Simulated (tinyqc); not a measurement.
Reaction control against transport control: chemical vapour deposition: Grove model, boundary layer, depletion and step coverage. Computed by tinyqc, a small Python program. Command: `OMP_NUM_THREADS=1 python tinyqc.py 3004465 3004466 out.jsonl cvd walk`. One thread of a shared host (Intel(R) Xeon(R) Processor @ 2.30GHz), about 0.05 s of CPU time with the checks.

A precursor diffuses to the surface and reacts there at first order; each molecule that reacts adds one formula unit of film.

Inputs (values chosen for the exercise, close to those used for silicon dioxide from an alkoxysilane): prefactor k0 of k_s = 5.3e+08 cm/s; activation energy E = 1.88 eV; temperature T = 760 C; total pressure p = 110 torr; mole fraction of the precursor Y = 0.013; gas diffusivity D0 at 273.15 K and 760 torr = 0.48 cm^2/s; film density N = 2.2e+22 formula units/cm^3; gas velocity U = 86 cm/s; kinematic viscosity nu0 at 273.15 K and 760 torr = 0.32 cm^2/s; susceptor length L = 33 cm; channel height b = 8.8 cm.

Reactor: horizontal, reduced pressure.

Constants: k_B = 8.617333262e-05 eV/K; k_B = 1.380649e-23 J/K.

Method:
- k_s = k0 exp(-E/(k_B T)); C_g = Y p/(k_B T), 1 torr = 133.322 Pa; D = D0 (T/273.15)^1.75 (760/p).
- nu = nu0 (T/273.15)^1.75 (760/p); Re = U L/nu; mean boundary layer delta = (2/3) L/sqrt(Re), at most b/2; h_g = D/delta.
- Fluxes in series: C_s = C_g/(1 + k_s/h_g); growth rate G = k_s h_g/(k_s + h_g) C_g/N; 1 cm/s = 6e8 nm/min.
- Temperatures in kelvin are T(C) + 273.15.

Rates:
```
T (C)  k_s (cm/s)  h_g (cm/s)  G (nm/min)  reaction limit (nm/min)  transport limit (nm/min)
560    2.2492e-03      14.330  1.0165e+00               1.0167e+00                    6477.4
610    9.9056e-03      15.080  4.2213e+00               4.2240e+00                    6430.4
660    3.7216e-02      15.824  1.4984e+01               1.5020e+01                    6386.3
710    1.2221e-01      16.563  4.6471e+01               4.6813e+01                    6344.8
760    3.5769e-01      17.298  1.2774e+02               1.3038e+02                    6305.5
810    9.4807e-01      18.029  3.1317e+02               3.2964e+02                    6268.4
860    2.3058e+00      18.755  6.8243e+02               7.6633e+02                    6233.1
910    5.2021e+00      19.477  1.3068e+03               1.6558e+03                    6199.6
960    1.0987e+01      20.195  2.1731e+03               3.3554e+03                    6167.6
```

What does the comparison show, and why?

The apparent activation energy of G is 1.81 eV between the first rows and 1.28 eV between the last, against E = 1.88 eV. k_s stays below h_g, but mixed control begins at the hot end, which lowers the slope there. In the reaction limit the slope is E - k_B T, because C_g falls as 1/T; any further lowering comes from transport.
